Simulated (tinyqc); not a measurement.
Plain band against climbing image: nudged elastic band on a two-dimensional model surface. Computed by tinyqc, a small Python program. Command: `OMP_NUM_THREADS=1 python tinyqc.py 3007527 3007528 out.jsonl neb walk`. One thread of a shared host (Intel(R) Xeon(R) Processor @ 2.30GHz), about 0.1 s of CPU time with the checks.

V(x, y) = -A (cos kx + cos ky) - B cos kx cos ky + (C sin ky + S sin kx)(1 - cos kx), k = 2 pi/a; the atom hops from the minimum at (0, 0) to that at (a, 0).

Inputs (values chosen for the exercise, for a model surface):
```
quantity               value           unit
amplitude A             0.12             eV
amplitude B          -0.0019             eV
skew C                 0.032             eV
asymmetry S           -0.013             eV
period a                 2.8       angstrom
spring constant k_s     0.16  eV/angstrom^2
step factor eta         0.35  angstrom^2/eV
```

Surface: adatom on a square lattice. Climbing image: off.

Method:
- Newton steps x(new) = x - H^-1 grad V (moves limited to 0.3 angstrom) from (0, 0), (a, 0) and (a/2, 0) give the two minima and the saddle.
- Tangent at image i: towards the higher neighbour if the energies rise or fall through i; at a maximum or minimum, tau = t+ dmax + t- dmin if V(i+1) > V(i-1), else t+ dmin + t- dmax, with t+ = R(i+1) - R(i), t- = R(i) - R(i-1) and dmax, dmin the larger and smaller of |V(i+1) - V(i)| and |V(i-1) - V(i)|; then normalise. Force F = -grad V + (grad V.tau) tau + k_s (|t+| - |t-|) tau.
- With a climbing image, the highest image feels instead F = -grad V + 2 (grad V.tau) tau and no spring.
- Update R(new) = R + eta F; the end points stay fixed.
- Images are counted without the end points, and convergence is judged on the largest force on an image. Each run starts on the straight line with the same k_s and eta, for at most 1500 iterations; errors are against the Newton saddle; a dash marks a run that did not reach 1e-4 eV/angstrom.

positions (angstrom):
```
              x         y
start   0.00000   0.00000
end     2.80000   0.00000
saddle  1.50515  -0.21298
```

energies (eV): start -0.238100, end -0.238100, saddle -0.014554

barrier from the start = 0.223546 eV

Error of the highest image (meV) and iterations:
```
images  plain, error  plain, iterations  climbing, error  climbing, iterations
2            -39.862                 29                0                    61
3             -3.108                 29                0                    52
4             -9.634                 30                0                    92
5             -3.097                 38                0                    85
6             -2.887                 43                0                   125
8             -0.845                 60                0                   134
10            -0.182                 69                0                   119
```

What does the comparison show, and why?

The plain band underestimates the barrier by 0.18 to 39.86 meV, depending on how near an image falls to the saddle (worst for 2 images, best for 10). The climbing image is within about 0.001 meV in every converged run, so few images suffice for the barrier.

Extremes, crossings and ranges named in words are read from the listed rows.
